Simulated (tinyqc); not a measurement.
Current of a Schottky diode by thermionic-emission-diffusion theory, and its read-back from I-V-T and C-V data. Changing the doping N. Computed by tinyqc, a small Python program. Command: `OMP_NUM_THREADS=1 python tinyqc.py 3008175 3008176 out.jsonl schottky sweep`. One thread of a shared host (Intel(R) Xeon(R) Processor @ 2.30GHz), about 0.01 s of CPU time with the checks.

Full ionisation, no tunnelling, no recombination current. V is the voltage across the junction itself, forward positive.

Inputs (values chosen for the exercise, modelled on n-type 4H-SiC):
```
quantity                                     value           unit
Richardson constant A*                         150   A/(cm^2 K^2)
effective density of states at 300 K, N_c  1.7e+19         1/cm^3
permittivity eps                               9.7              -
mobility mu                                    850     cm^2/(V s)
barrier without image force phi_0 (mean)      1.41             eV
series resistance R_s                         0.15  milliohm cm^2
junction voltage V                            0.67              V
temperature T                                  300              K
standard deviation sigma                        79            meV
relative change of sigma^2 with bias, rho     0.61            1/V
```

Barrier: Gaussian spread of heights.

Constants: k_B = 8.617333262e-05 eV/K; e = 1.602176634e-19 C; eps_0 = 8.8541878128e-12 F/m.

Method:
- N_c(T) = N_c (T/300 K)^(3/2); V_bi = phi_0 - (k_B T/e) ln(N_c(T)/N); surface field F = sqrt(2 e N (V_bi - V - k_B T/e)/(eps eps_0)); image lowering d_phi = sqrt(e F/(4 pi eps eps_0)); effective barrier phi = phi_0 - d_phi - sigma^2 (1 - rho V)/(2 k_B T).
- Collection velocity v_R = A* T^2/(e N_c(T)); diffusion velocity v_D = mu F; J = e N_c(T) v_R/(1 + v_R/v_D) exp(-phi/k_B T) [exp(e V/k_B T) - 1].
- Terminal voltage V + J R_s.
- Ideality n = (e/k_B T)/(d ln J/dV) by a central difference of +/- 1 mV; J_0 = J exp(-e V/(n k_B T)); apparent barrier phi_IV = k_B T ln(A* T^2/J_0); a C-V plot gives phi_CV = phi_0, the mean without lowering.

One run for each value:
```
doping N (1/cm^3)  ideality factor n  image lowering (meV)  current density J (A/cm^2)  v_D (cm/s)
1.00e+14                      1.1082                  7.59                   0.0000423  3.2951e+06
3.70e+14                      1.1019                 10.74                   0.0000684  6.5991e+06
1.40e+15                      1.0979                 15.26                   0.0001040  1.3333e+07
5.00e+15                      1.0969                 21.33                   0.0001516  2.6062e+07
1.80e+16                      1.0985                 29.86                   0.0002287  5.1047e+07
6.80e+16                      1.1027                 42.28                   0.0003869  1.0234e+08
2.50e+17                      1.1095                 59.39                   0.0007674  2.0193e+08
9.20e+17                      1.1192                 83.37                   0.0019640  3.9800e+08
3.40e+18                      1.1329                117.10                   0.0072830  7.8510e+08
```

What does the table show, and why?

Over the rows, ideality factor n goes from 1.11 through a minimum among these rows, 1.10 at 5.00e15, to 1.13; image lowering (meV) rises from 7.59 to 117 (exponent d ln y / d ln x about 0.26 throughout); current density J (A/cm^2) rises from 4.23e-5 to 0.00728 (exponent d ln y / d ln x 0.37 between the first rows and 1.0 between the last). The exponent of image lowering stays between 0.26 and 0.27, near 0.25: F grows as N^(1/2) and the lowering as F^(1/2). Tunnelling, left out, adds to n at the high end.

Extremes, crossings and ranges named in words are read from the listed rows.
